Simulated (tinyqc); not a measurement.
Worked calculation: RHF in the 6-311g basis, for H2, spin multiplicity 1. One step of it, computed by the program tinyqc.

Problem. Iteration 1: diagonalisation and new density. Diagonalise F' = X^T F X, C = X C', fill 1 alpha and 1 beta electrons from the bottom; D = 2 C_occ C_occ^T. Each column has its largest component positive (the first on a tie).

Fock matrix F (hartree), order 1H 1s, 1H 2s, 1H 3s, 2H 1s, 2H 2s, 2H 3s:
```
[[0.695610, -0.365975, -0.416486, -0.454123, -0.451517, -0.386353],
 [-0.365975, -0.275254, -0.316446, -0.451517, -0.424080, -0.343229],
 [-0.416486, -0.316446, -0.196338, -0.386353, -0.343229, -0.220876],
 [-0.454123, -0.451517, -0.386353, 0.695610, -0.365975, -0.416486],
 [-0.451517, -0.424080, -0.343229, -0.365975, -0.275254, -0.316446],
 [-0.386353, -0.343229, -0.220876, -0.416486, -0.316446, -0.196338]]
```

X, order 1H 1s, 1H 2s, 1H 3s, 2H 1s, 2H 2s, 2H 3s:
```
[[0.613221, -0.954275, -0.697689, 0.604616, 0.590604, 0.155257],
 [-2.015867, 1.458927, 0.956824, 0.104656, 0.332896, 0.234933],
 [2.789797, -0.834850, 0.844745, -0.508217, 0.110726, 0.233086],
 [-0.613221, -0.954275, 0.697689, 0.604616, -0.590604, 0.155257],
 [2.015867, 1.458927, -0.956824, 0.104656, -0.332896, 0.234933],
 [-2.789797, -0.834850, -0.844745, -0.508217, -0.110726, 0.233086]]
```

Give: F' = X^T F X; orbital energies; coefficients C; D after iteration 1.

Solution.

F' = X^T F X (hartree):
```
[[1.2245, 0.0000, -0.9634, 0.0000, 0.4138, 0.0000],
 [0.0000, 2.0892, 0.0000, -0.9999, 0.0000, -0.0170],
 [-0.9634, 0.0000, 1.3560, 0.0000, -0.7958, 0.0000],
 [0.0000, -0.9999, 0.0000, 0.8659, 0.0000, -0.1233],
 [0.4138, 0.0000, -0.7958, 0.0000, 0.8990, 0.0000],
 [0.0000, -0.0170, 0.0000, -0.1233, 0.0000, -0.4909]]
```

orbital energies (hartree): [-0.5080, 0.1689, 0.3219, 0.6299, 2.6504, 2.6808]

coefficients C, order 1H 1s, 1H 2s, 1H 3s, 2H 1s, 2H 2s, 2H 3s:
```
[[0.1783, 0.0862, -0.0352, -0.0865, -1.1257, -1.0939],
 [0.3286, -0.0402, -0.7669, -1.5090, 1.2242, 1.6767],
 [0.1175, 1.9190, 0.8772, 1.9104, -0.4757, -1.0847],
 [0.1783, -0.0862, -0.0352, 0.0865, -1.1257, 1.0939],
 [0.3286, 0.0402, -0.7669, 1.5090, 1.2242, -1.6767],
 [0.1175, -1.9190, 0.8772, -1.9104, -0.4757, 1.0847]]
```

D after iteration 1, order 1H 1s, 1H 2s, 1H 3s, 2H 1s, 2H 2s, 2H 3s:
```
[[0.0636, 0.1172, 0.0419, 0.0636, 0.1172, 0.0419],
 [0.1172, 0.2159, 0.0772, 0.1172, 0.2159, 0.0772],
 [0.0419, 0.0772, 0.0276, 0.0419, 0.0772, 0.0276],
 [0.0636, 0.1172, 0.0419, 0.0636, 0.1172, 0.0419],
 [0.1172, 0.2159, 0.0772, 0.1172, 0.2159, 0.0772],
 [0.0419, 0.0772, 0.0276, 0.0419, 0.0772, 0.0276]]
```
